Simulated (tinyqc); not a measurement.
# Off-state leakage of single and stacked transistors: subthreshold current against the height of the stack

n-channel devices of unit width. Subthreshold current I(Vg, Vs, Vd) = I0 (T/300 K)^0.5 exp[(Vg - Vs - VT(T) - gb (Vs - Vb) + dd (Vd - Vs))/(nf Vt)] (1 - exp(-(Vd - Vs)/Vt)), VT(T) = VT - cT (T - 300 K). Gate-edge tunnelling Ig (Vd/1 V) exp(ag (Vd - 1 V)), for a gate at 0 V, and band-to-band leakage Ab u exp(-Bb/u), u = Vd - Vb + 1 V, flow at a drain held at V; both are taken as independent of T. In a stack of off transistors (all gates at 0 V) the same subthreshold current passes through each.

All n gates at 0 V, bottom source at 0 V, top drain at V; node voltages follow from equal currents.

Inputs (values chosen for the exercise); values of the order met in bulk silicon logic transistors:
- T = 358 K (temperature)
- V = 1.2 V (supply voltage)
- VT = 0.33 V (threshold at 300 K, zero drain and body bias)
- cT = 0.5 mV/K (fall of the threshold with temperature)
- I0 = 0.36 uA/um (current at threshold at 300 K)
- nf = 1.27 (slope factor)
- dd = 0.08 (drain-induced lowering per volt)
- gb = 0.11 (rise of the threshold per volt of source-body bias)
- Vb = -0.6 V (body voltage)

Constants: q = 1.602176634e-19 C, kB = 1.380649e-23 J/K, Vt = kB T/q. Results are converted to the units shown.

Results:

| n | I (nA/um) | reduction factor | drain voltage of the bottom device (mV) | source voltage of the top device (mV) | voltage across the top device (V) |
|---|---|---|---|---|---|
| 1 | 0.3897 | 1.000 | 1200 | 0 | 1.200 |
| 2 | 0.03630 | 10.73 | 78.14 | 78.14 | 1.122 |
| 3 | 0.01866 | 20.88 | 23.25 | 100.0 | 1.100 |
| 5 | 0.009462 | 41.19 | 9.954 | 122.4 | 1.078 |
| 6 | 0.007591 | 51.34 | 7.754 | 129.7 | 1.070 |

Estimate the missing row, n = 4.

Computed row:

| n | I (nA/um) | reduction factor | drain voltage of the bottom device (mV) | source voltage of the top device (mV) | voltage across the top device (V) |
|---|---|---|---|---|---|
| 4 | 0.01256 | 31.03 | 13.91 | 113.1 | 1.087 |

With this row back in the table: The second transistor cuts the current by a factor of 10.7, the third by a further 1.95 and the sixth by 1.25. The top device keeps 89.2 % of the supply at n = 6, while the drain voltage of the bottom one falls to 0.251 Vt.

Computed by the program tinyqc: `OMP_NUM_THREADS=1 python tinyqc.py 2242152 2242153 out.jsonl`, one thread of a shared Intel Xeon 2.30GHz, about 0.03 s for the whole run.
